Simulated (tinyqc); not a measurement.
# Metal-interlayer-semiconductor contact, depinning against tunnelling resistance, step by step

Computed by the program tinyqc: `OMP_NUM_THREADS=1 python tinyqc.py 2270135 2270136 out.jsonl`, one thread of a shared Intel Xeon 2.30GHz, about 0.04 s for the whole run. Printed values are rounded.

Zero bias, n-type semiconductor. Gap states at the semiconductor surface thin out as exp(-be ti), which unpins the barrier; electrons must then cross the interlayer (a rectangular barrier, no voltage drop across it) and the parabolic depleted layer, both by WKB. Energies E are counted from the Fermi level; no image force, parabolic bands.

Parameters, values chosen for the exercise; semiconductor values close to those of silicon; interlayer mass of the order of that in hafnium oxide, offset chosen freely:
- T = 250 K (temperature)
- Eg = 1.09 eV (band gap)
- eps_r = 11.9 (relative permittivity)
- chi = 4.05 eV (electron affinity)
- Nc = 2.13e19 cm^-3 (conduction-band density of states at T)
- mt = 0.195 m0 (tunnelling mass in the semiconductor)
- mA = 2.05 m0 (Richardson mass)
- Nd = 1.3e19 cm^-3 (donor density)
- E0 = 0.37 eV (charge-neutrality level above the valence band)
- S0 = 0.27 (pinning factor without interlayer)
- phiM = 4.42 eV (metal work function)
- ti = 1.6 nm (interlayer thickness)
- dE = 1.64 eV (conduction-band offset of the interlayer above the semiconductor)
- mi = 0.2 m0 (tunnelling mass in the interlayer)
- be = 2.8 1/nm (decay constant of gap states through the interlayer)

Constants: q = 1.602176634e-19 C, kB = 1.380649e-23 J/K, eps0 = 8.8541878128e-12 F/m, hbar = 1.054571817e-34 J s, h = 6.62607015e-34 J s, m0 = 9.1093837015e-31 kg, Vt = kB T/q, hbar^2/(2 m0) = 0.0380998212 eV nm^2. Results are converted to the units shown.

Range of the model: The depletion charge would drop about 0.12 V across such an interlayer (eps_r near 20) at ti = 1.6 nm and Nd = 1.3e19 cm^-3, against a band bending of 0.37 V; this model leaves that drop out.

## Pinning, barrier and scales

S = 1/(1 + (1/S0 - 1) exp(-be ti)); phiB = S (phiM - chi) + (1 - S)(Eg - E0); xi = Ec - EF deep inside, from Nd = Nc F(-xi/Vt), F(x) = (2/sqrt(pi)) int_0^infinity sqrt(u) du/(1 + exp(u - x)); band bending U = phiB - xi; E00 = (hbar/2) sqrt(Nd/(eps0 eps_r mt m0)) in volts; A = 4 pi q mA m0 kB^2/h^3.

S = 0.970269
phiB = 0.380406 eV
xi = 0.00602750 eV
U = 0.374378 eV
E00 = 0.0439449 eV
A = 246.355 A/(cm^2 K^2)

The interlayer moves the barrier from 0.626 eV to 0.380 eV; the unpinned limit is phiM - chi = 0.370 eV. E00/Vt = 2.04: by the usual rule of thumb (0.5 to 5) thermionic-field emission.

## Exponents and integrand on an energy grid

| point | E (eV) |
|---|---|
| 0 | 0.01 |
| 1 | 0.02938 |
| 2 | 0.04875 |
| 3 | 0.06812 |
| 4 | 0.0875 |
| 5 | 0.10688 |
| 6 | 0.12625 |
| 7 | 0.14562 |
| 8 | 0.165 |
| 9 | 0.18438 |
| 10 | 0.20375 |
| 11 | 0.22312 |
| 12 | 0.2425 |
| 13 | 0.26188 |
| 14 | 0.28125 |
| 15 | 0.30063 |
| 16 | 0.32 |

With U = phiB - xi: for xi < E < phiB, y = (E - xi)/U and G1 = (U/E00) [sqrt(1 - y) - y ln((1 + sqrt(1 - y))/sqrt(y))], G1 = 0 above phiB; G2 = 2 ti sqrt(mi max(phiB + dE - E, 0)/C), C = hbar^2/(2 m0); f = 1/(1 + exp(E/Vt)); integrand exp(-G1 - G2) f.

| point | G1 | G2 | f | integrand (1e-9) |
|---|---|---|---|---|
| 0 | 8.20607 | 10.3955 | 0.385995 | 3.22123 |
| 1 | 7.15223 | 10.3453 | 0.203629 | 5.12590 |
| 2 | 6.31852 | 10.2948 | 0.0942441 | 5.74343 |
| 3 | 5.59471 | 10.2441 | 0.0406211 | 5.37070 |
| 4 | 4.94702 | 10.1932 | 0.0169302 | 4.50159 |
| 5 | 4.35914 | 10.1419 | 0.00695605 | 3.50451 |
| 6 | 3.82137 | 10.0905 | 0.00284234 | 2.58132 |
| 7 | 3.32685 | 10.0387 | 0.00115858 | 1.81687 |
| 8 | 2.87083 | 9.9867 | 4.71565e-4 | 1.22907 |
| 9 | 2.45032 | 9.9344 | 1.91858e-4 | 0.80233 |
| 10 | 2.06317 | 9.8819 | 7.80813e-5 | 0.50684 |
| 11 | 1.70750 | 9.8291 | 3.17750e-5 | 0.31033 |
| 12 | 1.38205 | 9.7759 | 1.29244e-5 | 0.18432 |
| 13 | 1.08641 | 9.7225 | 5.25689e-6 | 0.10629 |
| 14 | 0.82063 | 9.6688 | 2.13919e-6 | 0.05953 |
| 15 | 0.58495 | 9.6148 | 8.70093e-7 | 0.03235 |
| 16 | 0.38088 | 9.5605 | 3.54066e-7 | 0.01705 |

## Contact resistivity

1/rho_c = (A T^2/Vt^2) I, with I the trapezoid sum of the integrand over the grid.

I = 6.48949e-10 eV
rho_c = 0.046449 ohm cm^2

A fine grid from xi upwards gives rho_c = 0.04531 ohm cm^2; the coarse value is 2.5 % above it. The integrand peaks at E = 0.050 eV, and 0.0062 % of the current flows above phiB. Tunnelling through the interlayer costs a factor of 27300 at this barrier height; the bare contact (ti = 0) has rho_c = 2.71e-4 ohm cm^2, so with the interlayer rho_c is 167 times that.
